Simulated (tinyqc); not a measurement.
Double-gate transistor, scale length and short-channel effects: one step of the calculation.

A body of thickness ts between two insulators of thickness ti and two tied gates. Below threshold the potential that source and drain add obeys Laplace's equation and vanishes on the gate. Its lowest mode decays along the channel as exp(-k y); k is the smallest positive root of the matching condition at the interface, and the scale length is Lambda = pi/k.

Task. Decay constant by Newton steps. f(k) = ei cos(k ti) cos(k ts/2) - eps_r sin(k ti) sin(k ts/2); f' by a central difference with +/- 1e-5 1/nm; k(new) = k - f/f'.

Inputs (values chosen for the exercise); permittivities: semiconductor close to that of silicon, insulator close to that of zirconium oxide:
- eps_r = 11.9 (relative permittivity of the semiconductor)
- ei = 25.5 (relative permittivity of the insulator)
- ti = 5.4 nm (insulator thickness)
- ts = 6.9 nm (body thickness)

k at the start = 0.24 1/nm

Find: f; f'; k after iteration 1.

Result.

f = -3.7565
f' = -146.79 nm
k after iteration 1 = 0.21441 1/nm

Program tinyqc, `OMP_NUM_THREADS=1 python tinyqc.py 2420058 2420059 out.jsonl`; Intel Xeon 2.30GHz, shared host, one thread, about 0.01 s.
